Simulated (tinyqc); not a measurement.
# Changing the level that defines the junction C_B

Model: sputter depth profiling of a dopant layer: erosion rate, quantification and the mixing-roughness response. Computed by tinyqc, a small Python program. Command: `OMP_NUM_THREADS=1 python tinyqc.py 3025983 3025984 out.jsonl sims sweep`. One thread of a shared host (Intel(R) Xeon(R) Processor @ 2.30GHz), about 0.04 s of CPU time with the checks.

A rastered ion beam erodes silicon (49.94 atoms per nm^3). The measured profile is the true one convolved with a depth response.

Inputs (values chosen for the exercise, modelled on a dopant in silicon under an oxygen or caesium beam):

| quantity | value | unit |
|---|---|---|
| beam energy E | 2.9 | keV |
| beam current | 90 | nA |
| raster side | 400 | um |
| sputter yield at 1 keV | 1.6 | - |
| mixing length at 1 keV | 2.1 | nm |
| roughness sigma | 1.2 | nm |
| depth of the layer z0 | 44 | nm |
| sheet density Q | 3e+14 | 1/cm^2 |
| relative sensitivity factor RSF | 3.5e+21 | 1/cm^3 |
| matrix count rate | 1.3e+06 | 1/s |
| background count rate | 0.54 | 1/s |
| counting time per point | 1 | s |

True profile: delta layer.

Constants: e = 1.602176634e-19 C.

Method:
- Scaling chosen for the exercise: yield Y = Y1 E^0.5, mixing length w = w1 E^0.5 (E in keV).
- Erosion rate = Y I/(e x raster^2 x density); depth step = rate x counting time; concentration = RSF x counts/matrix counts; detection limit = RSF x 3 sqrt(background x time)/(matrix rate x time).
- Mixing alone turns a layer at z0 into (1/w) exp(-(z - z0 + w)/w) for z > z0 - w; roughness adds a Gaussian of width sigma. With x = z - z0 + w: g(x) = (1/(2w)) exp(sigma^2/(2 w^2) - x/w) erfc((sigma/w - x/sigma)/sqrt2), and its integral G(x) = (1/2) erfc(-x/(sigma sqrt2)) - w g(x). Measured: Q g(x), 1 nm = 1e-7 cm.
- Find the maximum, the full width at half maximum and the deep point where the profile falls to C_B; far down, the trailing edge decays by w ln(10) per decade.

One run for each value:

| level that defines the junction C_B (1/cm^3) | apparent junction depth (nm) |
|---|---|
| 1.00e+15 | 89.404 |
| 3.00e+15 | 85.475 |
| 1.00e+16 | 81.169 |
| 3.00e+16 | 77.240 |
| 1.00e+17 | 72.935 |
| 3.00e+17 | 69.006 |
| 1.00e+18 | 64.700 |
| 3.00e+18 | 60.771 |
| 1.00e+19 | 56.466 |

Over the rows, apparent junction depth (nm) falls from 89.4 to 56.5 (exponent d ln y / d ln x -0.041 between the first rows and -0.061 between the last). Each decade down in C_B adds w ln(10) = 8.23 nm in the exponential tail.

Caution (rows 1.00e15, 3.00e15): C_B lies below the detection limit, so this point could not be measured.

Extremes, crossings and ranges named in words are read from the listed rows.
